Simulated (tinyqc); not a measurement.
Changing the well width w: interdiffusion of a quantum well during annealing: blurred potential and shift of the confined levels. Computed by tinyqc, a small Python program. Command: `OMP_NUM_THREADS=1 python tinyqc.py 3014163 3014164 out.jsonl qwi sweep`. One thread of a shared host (Intel(R) Xeon(R) Processor @ 2.30GHz), about 0.09 s of CPU time with the checks.

A square well of width w is blurred by Fick diffusion with a constant coefficient; band offsets are linear in composition, masses are uniform, and strain and excitons are ignored.

Inputs (values chosen for the exercise, modelled on InGaAs in InP):

| quantity | value | unit |
|---|---|---|
| electron mass m_e | 0.043 | m_0 |
| hole mass m_h | 0.384 | m_0 |
| conduction offset V_c | 0.21 | eV |
| valence offset V_v | 0.36 | eV |
| prefactor D0 | 210 | cm^2/s |
| activation energy E | 3.34 | eV |
| anneal temperature T | 710 | C |
| anneal time t | 27 | s |

Constants: k_B = 8.617333262e-05 eV/K; hbar^2/(2 m_0) = 3.80998212 eV angstrom^2.

Method:
- D = D0 exp(-E/(k_B T)); L = sqrt(D t); share of well material at the centre erf(w/(4L)); 1 nm = 1e-7 cm.
- Temperatures in kelvin are T(C) + 273.15.
- With L = sqrt(D t) and the share at the centre erf(w/(4L)). After the anneal: V(z) = V {1 - (1/2)[erf((w/2 - z)/(2L)) + erf((w/2 + z)/(2L))]}, energies counted from the original well bottom. Finite differences on 3000 points over |z| < w/2 + 6L + 25 nm; shifts are taken against the same grid with cell-averaged square steps.
- Rise of the bottom = V (1 - share at the centre). Overlap = |<electron|hole>|^2.

One run for each value:

| well width w (nm) | blue shift of the transition (meV) | shift of the electron level (meV) | shift of the hole level (meV) | share at the centre |
|---|---|---|---|---|
| 1.5 | 174.406 | 10.122 | 164.284 | 0.20214 |
| 3.3 | 214.781 | 33.272 | 181.509 | 0.42687 |
| 5.1 | 185.185 | 42.942 | 142.242 | 0.61613 |
| 6.9 | 142.026 | 41.466 | 100.560 | 0.76125 |
| 8.8 | 100.567 | 34.980 | 65.586 | 0.86704 |
| 11.0 | 64.912 | 26.610 | 38.301 | 0.93964 |
| 12.0 | 53.034 | 23.213 | 29.821 | 0.95953 |
| 14.0 | 35.727 | 17.544 | 18.184 | 0.98317 |
| 16.0 | 24.658 | 13.295 | 11.363 | 0.99370 |

What does the table show, and why?

Over the rows, blue shift of the transition (meV) goes from 174 through a maximum among these rows, 215 at 3.30, to 24.7; shift of the electron level (meV) goes from 10.1 through a maximum among these rows, 42.9 at 5.10, to 13.3; shift of the hole level (meV) goes from 164 through a maximum among these rows, 182 at 3.30, to 11.4. A wide well keeps its centre and its states away from the edges; a very thin one has levels already near the barrier, with little room to move.

Extremes, crossings and ranges named in words are read from the listed rows.
